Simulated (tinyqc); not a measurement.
Which stress helps holes along [110]: six-band Luttinger-Kohn model with strain.

Six-band Luttinger-Kohn model in the basis |3/2,3/2>, |3/2,1/2>, |3/2,-1/2>, |3/2,-3/2>, |1/2,1/2>, |1/2,-1/2>, electron energies, zero at the top of the unstrained valence band. H = -[rows: (P+Q, -S, R, 0, -S/r2, r2 R); (-S*, P-Q, 0, R, -r2 Q, r32 S); (R*, 0, P-Q, S, r32 S*, r2 Q); (0, R*, S*, P+Q, -r2 R*, -S*/r2); (-S*/r2, -r2 Q, r32 S, -r2 R, P+Dso, 0); (r2 R*, r32 S*, r2 Q, -S/r2, 0, P+Dso)], r2 = sqrt(2), r32 = sqrt(3/2). Levels are twofold.

P = c g1 k^2 - av tr(e); Q = c g2 (kx^2 + ky^2 - 2 kz^2) - (b/2)(exx + eyy - 2 ezz); R = c sqrt3 [-g2 (kx^2 - ky^2) + 2i g3 kx ky] + (sqrt3/2) b (exx - eyy) - i d exy; S = 2 c sqrt3 g3 (kx - i ky) kz - d (exz - i eyz); c = hbar^2/2m0, e the strain tensor (not engineering shear).

s11 = (C11 + C12)/((C11 - C12)(C11 + 2 C12)), s12 = -C12/((C11 - C12)(C11 + 2 C12)), s44 = 1/C44; exx = s11 sxx + s12 (syy + szz) and cyclic, exy = s44 sxy/2; tension is positive. A uniaxial stress X along the unit vector n is s_ij = X n_i n_j.

Constants: hbar^2/2m0 = 3.80998211 eV angstrom^2.

Values chosen for the exercise (near those of InSb; the results hold for these values, not for the real material):
- Dso = 0.808 eV (spin-orbit splitting)
- g1 = 34.88 (Luttinger gamma1)
- g2 = 15.51 (gamma2)
- g3 = 16.52 (gamma3)
- av = 0.36 eV (valence hydrostatic potential)
- b = -2.02 eV (tetragonal shear potential)
- d = -4.73 eV (trigonal shear potential)
- C11 = 68.4 GPa
- C12 = 37.8 GPa
- C44 = 31.2 GPa
- X1 = 1.2 GPa (size of the stress)

Each load has size X1 (biaxial: sxx = syy); masses are curvatures of the top pair at k = 0.

Results:
```
load                         splitting (meV)  top edge (meV)  m [110]  m [001]
uniaxial [110], compression            127.6            65.0    0.013    0.083
uniaxial [110], tension                112.6            64.0    0.312    0.017
uniaxial [100], compression            172.4            90.1    0.022    0.070
uniaxial [100], tension                141.6            82.2    0.037    0.020
uniaxial [111], compression            111.4            55.9    0.018    0.029
uniaxial [111], tension                 97.8            55.5    0.054    0.029
biaxial (001), compression             141.6            73.2    0.020    0.259
biaxial (001), tension                 172.4            99.1    0.070    0.013
```

What does the comparison show, and why?

The lightest mass along [110] (0.013) comes with uniaxial [110], compression. The largest splitting (172.4 meV) comes with uniaxial [100], compression; biaxial (001), tension. The heaviest mass along [001] (0.259), which lowers the confinement energy in a (001) channel, comes with biaxial (001), compression. The splitting per GPa follows b (s11 - s12) for loads along cube axes and d s44 for [111]: here 2 |b| (s11 - s12) = 132.0 and |d| s44/sqrt3 = 87.5 meV per GPa in the limit of large Dso; where the splitting nears Dso, mixing with the split-off band makes it depend on the sign of the load.

Computed by tinyqc, a small Python program: `OMP_NUM_THREADS=1 python tinyqc.py 1050641 1050642 out.jsonl` (the numbers bound the seed that draws the inputs); one thread of a shared host (Intel(R) Xeon(R) Processor @ 2.30GHz), about 0.06 s for the whole set of steps.
